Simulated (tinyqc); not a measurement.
Film and buried-oxide thickness from two coupling ratios.

Question. In a depleted film -dVT/dVb is k1 = Cs Cbox/(Cox (Cs + Cbox)) for a front channel and k2 = Cbox (Cox + Cs)/(Cox Cs) for a back channel, with Cox = eps0 eox/tox, Cs = eps0 eps_r/ts, Cbox = 3.9 eps0/tb. Find ts and tb.

Parameters, values chosen for the exercise; band and dielectric values close to those of germanium: relative permittivity eps_r = 16.1; relative permittivity of the gate insulator (close to silicon dioxide) eox = 3.9; insulator thickness tox = 4.4 nm.

coupling ratios for a front and a back channel: 0.031142979  0.040598935

Answer. With y = Cox/Cs and z = Cox/Cbox, 1/k1 = y + z and k2 = (1 + y)/z, so y = (k2/k1 - 1)/(1 + k2); the thicknesses follow from y and z.

ts = 5.300 nm
tb = 140.0 nm

Computed by the program tinyqc: `OMP_NUM_THREADS=1 python tinyqc.py 2190137 2190138 out.jsonl`, one thread of a shared Intel Xeon 2.30GHz, about 0.4 s for the whole run.
